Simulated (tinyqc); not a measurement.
# Worked calculation: planar ballistic transistor, top-of-the-barrier model

Numbers from tinyqc (`OMP_NUM_THREADS=1 python tinyqc.py 2400079 2400080 out.jsonl`; about 0.01 s on one thread of a shared Intel Xeon 2.30GHz). Printed values are rounded.

At the top of the source barrier, states moving towards the drain are filled by the source (Fermi level 0) and states moving back by the drain (Fermi level -q Vd); nothing scatters. U is the shift of the band edge there, set by the capacitances CG, CD and CS (the total) and by the charge. Parabolic two-dimensional band; the source is grounded.

Values chosen for this exercise; mass and valleys close to those of germanium:
```
symbol  value  unit                                                                 meaning
T         300     K                                                             temperature
m       0.117    m0                                                          effective mass
gv          4                                                             valley degeneracy
eox        22                                   relative permittivity of the gate insulator
tox       3.2    nm                                                     insulator thickness
aG       0.77                                                            gate control CG/CS
aD      0.055                                                           drain control CD/CS
E0       0.19    eV  band edge at the barrier top above the source Fermi level at zero bias
Vg        0.8     V                                                            gate voltage
Vd        0.1     V                                                           drain voltage
```

Constants: q = 1.602176634e-19 C, kB = 1.380649e-23 J/K, hbar = 1.054571817e-34 J s, m0 = 9.1093837015e-31 kg, Vt = kB T/q, eps0 = 8.8541878128e-14 F/cm where lengths are in cm. Results are converted to the units shown.

## Density of states, capacitances and charge at zero bias

N0 = gv m kB T/(pi hbar^2), CG = eps0 eox/tox, vT = sqrt(2 kB T/(pi m)), CS = CG/aG, n0 = n at U = 0 and Vd = 0. eta1 = -(E0 + U)/Vt, eta2 = eta1 - Vd/Vt, n = (N0/2)[F_0(eta1) + F_0(eta2)], F_0(x) = ln(1 + exp x). UL = -(aG Vg + aD Vd).

N0 = 5.05402e12 cm^-2
CG = 6.08725 uF/cm^2
CS = 7.90552 uF/cm^2
n0 = 3.24817e9 cm^-2
UL = -0.6215 eV

## Iteration 1: self-consistent potential at the barrier top

U at the start (U = UL) = -0.6215 eV

eta1 = -(E0 + U)/Vt, eta2 = eta1 - Vd/Vt, n = (N0/2)[F_0(eta1) + F_0(eta2)], F_0(x) = ln(1 + exp x). U(out) = UL + q (n - n0)/CS. Newton step: U(new) = U + (U(out) - U)/(1 + CQ/CS), CQ = (q/Vt) dn/d(eta1) with both F' summed; F_0'(x) = 1/(1 + exp(-x)).

eta1 = 16.6912
eta2 = 12.8230
n = 7.45826e13 cm^-2
U(out) = 0.889966 eV
CQ = 31.3222 uF/cm^2
U after iteration 1 = -0.316896 eV

## Iteration 2: self-consistent potential at the barrier top

As before.

eta1 = 4.90856
eta2 = 1.04039
n = 1.58162e13 cm^-2
U(out) = -0.301026 eV
CQ = 27.1188 uF/cm^2
U after iteration 2 = -0.313314 eV

## Course of the iteration: self-consistent potential at the barrier top

Stop when U changes by less than 1e-9 eV, or after 90 iterations.

Course of the iteration:
```
iteration     U (eV)  |change| (eV)
1          -0.316896          0.305
2          -0.313314        3.58e-3
3          -0.313291        2.30e-5
4          -0.313291       9.92e-10
```

Converged in 4 iterations. At the end the number of correct digits about doubles with each step.

## Current, mean velocity and share of the gate voltage

converged U = -0.313291 eV

N0 = gv m kB T/(pi hbar^2), CG = eps0 eox/tox, vT = sqrt(2 kB T/(pi m)), CS = CG/aG, n0 = n at U = 0 and Vd = 0. eta1 = -(E0 + U)/Vt, eta2 = eta1 - Vd/Vt, n = (N0/2)[F_0(eta1) + F_0(eta2)], F_0(x) = ln(1 + exp x). I = q (N0/2) vT [F_(1/2)(eta1) - F_(1/2)(eta2)] per width, F_(1/2)(x) = (2/sqrt(pi)) int_0^infinity u^(1/2)/(1 + exp(u - x)) du. Mean velocity I/(q n). CQ = (q/Vt) dn/d(eta1); the band edge follows the gate as -dU/dVg = aG/(1 + CQ/CS).

eta1 = 4.76910
n = 1.52110e13 cm^-2
I = 4333.21 uA/um
mean velocity = 1.77804e7 cm/s
CQ = 26.6666 uF/cm^2
-dU/dVg = 0.176074 eV/V

The carriers from the source are degenerate (eta1 = 4.77), and the mean velocity is 1.13 times vT = sqrt(2 kB T/(pi m)) = 1.57e7 cm/s. The drain fills a good part of the returning states, which lowers the mean.
